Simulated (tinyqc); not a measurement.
Raman line shape of confined optical phonons and breathing modes of small crystals. From mean shift, from the weights back to size L. Computed by tinyqc, a small Python program. Command: `OMP_NUM_THREADS=1 python tinyqc.py 3027786 3027787 out.jsonl confine inv`. One thread of a shared host (Intel(R) Xeon(R) Processor @ 2.30GHz), about 0.02 s of CPU time with the checks.

Confinement in 1 direction(s) lets phonons with q away from zero scatter light. q is in units of 2 pi/a, from 0 to 1, and the branch is isotropic: omega(q)^2 = (omega_0^2 + omega_X^2)/2 + ((omega_0^2 - omega_X^2)/2) cos(pi q). The model and its constant beta are phenomenological; beta = 8 is the common choice.

Inputs (values chosen for the exercise, modelled on silicon):
```
quantity                                value      unit
bulk frequency omega_0                  520.6      1/cm
frequency at the zone boundary omega_X    424      1/cm
natural width Gamma_0                     3.2      1/cm
lattice constant a                      5.431  angstrom
confinement constant beta                   8         -
probe offset omega - omega_0             -2.9      1/cm
```

Shape: film.

Method:
- Weight W(q) = q^0 exp(-(2 L q/a)^2/(2 beta)) dq, that is exp(-k^2 L^2/(2 beta pi^2)) for k = 2 pi q/a.
- I(omega) = int W(q) / [(omega - omega(q))^2 + (Gamma_0/2)^2] dq / int W dq x (Gamma_0/2)^2, by 400 Gauss-Legendre points on 0 < q < min(1, 2.5 a sqrt(2 beta)/L).
- Bulk Lorentzian 1/(1 + (2 offset/Gamma)^2); mean shift = weighted mean of omega(q) less the bulk frequency.

Task: A run gave the result below. Find the size L, known to lie between 8.3 and 19 nm.

mean shift, from the weights = -1.105638 1/cm

Result:

Each step takes the trial c = (a f_b - b f_a)/(f_b - f_a), f being the result less the target and a, b, c the logarithms of the listed values; c replaces end b, the old b replaces a if the sign of f changed, and otherwise f_a is halved.

Scan of the range:
```
size L (nm)  mean shift, from the weights (1/cm)
8.30                                    -1.82246
9.53                                    -1.38773
10.90                                   -1.06384
12.60                                   -0.79798
14.40                                   -0.61194
16.60                                   -0.46109
19.00                                   -0.35229
```

False position (Illinois rule, in the logarithm of the input) inside the bracket:
```
step    end a    end b    trial  mean shift, from the weights (1/cm)
1      9.5300  10.9000  10.7127                             -1.10101
2      9.5300  10.7127  10.6729                             -1.10915
3     10.7127  10.6729  10.6900                             -1.10563
4     10.6729  10.6900  10.6900                             -1.10564
5     10.6729  10.6900  10.6900                             -1.10564
6     10.6900  10.6900  10.6900                             -1.10564
```

Mean shift, from the weights rises at every point of a 13-point scan of the range (every second point is shown), so one value fits; it is bracketed by 9.53 and 10.9. Answer: size L = 10.69 nm.
